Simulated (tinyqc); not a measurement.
Pariser-Parr-Pople SCF with singles CI, for the molecule C=CC(=C)C(N)=CN (SMILES; centres numbered as the heavy atoms are written), step by step. One step of it, computed by the program tinyqc.

Question. Singles CI, triplets. Over the 4 single excitations with the smallest orbital gaps: A = (e_a - e_i) delta - (ij|ab), with (pq|rs) = sum c_mp c_mq gamma_mn c_nr c_ns.

orbital energies (eV): -14.329667  -12.540934  -10.970234  -9.798895  -7.355314  -0.531019  1.328677  3.733905

coefficients:
```
         MO1        MO2        MO3        MO4        MO5        MO6        MO7        MO8
1C  0.178211   0.401269   0.344598  -0.464599  -0.015200   0.516110  -0.404009   0.206882
2C  0.296803   0.489461   0.296614  -0.258374  -0.007035  -0.393912   0.474616  -0.370301
3C  0.465729   0.324252  -0.099947   0.406137   0.023017  -0.353511  -0.175795   0.588742
4C  0.238469   0.249684  -0.104608   0.552537   0.307763   0.567707   0.164451  -0.347127
5C  0.546471  -0.195920  -0.303595  -0.087619  -0.377144  -0.074019  -0.435436  -0.475202
6N  0.299885  -0.157310  -0.517618  -0.479962   0.548243   0.058049   0.229395   0.174555
7C  0.402944  -0.423255   0.260565   0.021012  -0.410016   0.298374   0.499773   0.288516
8N  0.235485  -0.435492   0.586812   0.093074   0.541803  -0.182558  -0.248131  -0.115910
```

repulsion gamma_rs (eV), lower triangle:
```
           1C         2C         3C         4C         5C         6N         7C         8N
1C  11.130000
2C   7.552631  11.130000
3C   5.239451   7.554564  11.130000
4C   3.669515   5.238465   7.552330  11.130000
5C   4.668565   5.239152   7.553865   5.239265  11.130000
6N   5.464865   4.825903   5.465761   3.745481   8.283848  16.800000
7C   3.276489   3.670129   5.239325   4.669579   7.553376   5.465008  11.130000
8N   2.795037   2.904182   3.744987   3.329781   5.464668   4.918263   8.279410  16.800000
```

Give: triplet CI matrix; triplet excitation energies.

Answer.

triplet CI matrix (eV), lower triangle:
```
        5>6     5>7    4>6    3>6
5>6   1.882
5>7  -1.031   2.497
4>6  -0.369  -0.174  2.967
3>6   0.246  -0.375  0.630  5.374
```

triplet excitation energies (eV): 1.029  2.807  3.279  5.606
